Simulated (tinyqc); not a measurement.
Deformation potentials from a strained empirical pseudopotential: sweeps and comparisons. A value that a table varies takes the place of the one given here.

Diamond lattice, no spin-orbit coupling. Atomic form factor V(q) = a1 (q^2 - a2)/(a3 exp(a4 q^2) - 1) in rydberg with q in 1/bohr, for the unstrained cell. Under a strain e the reciprocal vectors and k go over into (1 + e)^(-1) G, the atoms sit at +/- tau with tau = (1 + e) a (1,1,1)/8 - zeta a (eyz, ezx, exy)/4, and H(G,G') = c |k + G|^2 delta + (V(q)/det(1 + e)) cos(q.tau), q = G - G', with the term q = 0 left out; c = hbar^2/2m0. The basis is fixed before straining: all G with |k + G|^2 up to 16 (2 pi/a)^2. k is given in units of 2 pi/a of the unstrained cell.

Constants: hbar^2/2m0 = 3.80998211 eV angstrom^2; Ry = 13.60569312 eV; a0 (Bohr radius) = 0.5291772105 angstrom.

Values chosen for the exercise (near those of Si; the results hold for these values, not for the real material):
```
symbol  value                        unit      meaning
a       5.434                        angstrom  lattice constant
A       (0.533, 2.18, 2.046, 0.489)            a1 (Ry bohr^2), a2 (1/bohr^2), a3, a4 (bohr^2)
h       0.005                                  size of the test strain
kD      0.82                         2 pi/a    position of the Delta minimum
a1      0.533
a2      2.18
a3      2.046
a4      0.489
```

## The internal displacement

Xu of L (level 5, the lowest empty one) and d from exy = eyz = ezx = h for several zeta: Xu = [E(L [111]) - E(L [1-1-1])]/((8/3) h), d = (single valence level - pair)/(3 sqrt(3) h). zeta = 0 strains the bonds with the lattice; zeta = 1 keeps all four bond lengths equal to first order.

Results:
```
zeta,Xu (L) (eV),d (eV)
0.00,11.17,0.56
0.25,11.52,-1.73
0.50,11.90,-4.02
0.60,12.05,-4.94
0.75,12.29,-6.31
1.00,12.70,-8.59
```

From zeta = 0 to 1, d goes from 0.56 to -8.59 eV and Xu (L) from 11.17 to 12.70 eV, both nearly linearly: the displacement is an optical-phonon mode, and d = d(0) - zeta d0/4 gives its deformation potential d0 = 37 eV. Leaving the relaxation out (zeta = 0 for 0.5) moves d by +4.59 eV, which reverses its sign, and Xu (L) by -0.72 eV. Tetragonal strain has no such freedom.

## Size of the test strain

e = diag(-h/2, -h/2, h). Xu = [E(Delta z) - E(Delta x)]/(1.5 h) at fixed kD, b = [E(Z) - E(X, Y)]/(4.5 h); one-sided from +h alone, central from +h and -h.

Results (eV):
```
h,Xu one-sided,Xu central,b one-sided,b central
0.0010,8.006,8.011,-3.278,-3.274
0.0025,7.999,8.011,-3.284,-3.274
0.0050,7.986,8.012,-3.294,-3.274
0.0100,7.962,8.013,-3.315,-3.274
0.0200,7.915,8.017,-3.356,-3.275
0.0300,7.870,8.023,-3.397,-3.276
```

From h = 0.001 to 0.03 the one-sided Xu drifts by -0.136 eV and the central one by +0.012 eV; for b the drifts are -0.119 and -0.002 eV. The central difference cancels the term of second order in the strain, so its error goes as h^2. At h = 0.02 the linear law errs by 1.2 % for the valley splitting and 2.5 % for the valence splitting.

## What each parameter of the potential does

Gaps from the valence top to level 8 at Gamma and level 5 at (kD,0,0) and L, and their deformation potentials [E(+h) - E(-h)]/(3 ln((1 + h)/(1 - h))) for e = +/- h 1, h = 0.002. The row for the lattice constant keeps V(q) without the volume factor, so it is not a strain. Each row changes one parameter from the base and keeps the others.

Results:
```
case,Gamma (eV),Delta (eV),L (eV),potential Gamma (eV),potential Delta (eV),potential L (eV)
base,4.121,1.079,1.997,-8.74,2.69,-1.89
a = 5.38 angstrom,4.240,0.781,1.895,-8.44,2.99,-1.72
a1 = 0.538,4.163,1.146,2.046,-8.82,2.68,-1.90
a2 = 2.158,4.234,1.004,2.000,-8.67,2.74,-1.85
a3 = 2.026,4.168,1.171,2.060,-8.83,2.69,-1.89
a4 = 0.484,4.215,1.166,2.073,-8.91,2.61,-1.96
```

The largest shifts from the base row, up to three for each result and ties (the steps differ in size, so this ranks the rows, not the parameters). Gamma (eV): a +0.120, a2 +0.114, a4 +0.095. Delta (eV): a -0.298, a3 +0.092, a4 +0.087. L (eV): a -0.102, a4 +0.076, a3 +0.064. potential Gamma (eV): a +0.30, a4 -0.17, a3 -0.09. potential Delta (eV): a +0.30, a4 -0.08, a2 +0.05; unchanged at the printed digits by a3. potential L (eV): a +0.17, a4 -0.08, a2 +0.03; unchanged at the printed digits by a3.

(tinyqc, `OMP_NUM_THREADS=1 python tinyqc.py 1850120 1850121 out.jsonl`, Intel(R) Xeon(R) Processor @ 2.30GHz, 1 thread, shared host, about 0.2 s.)
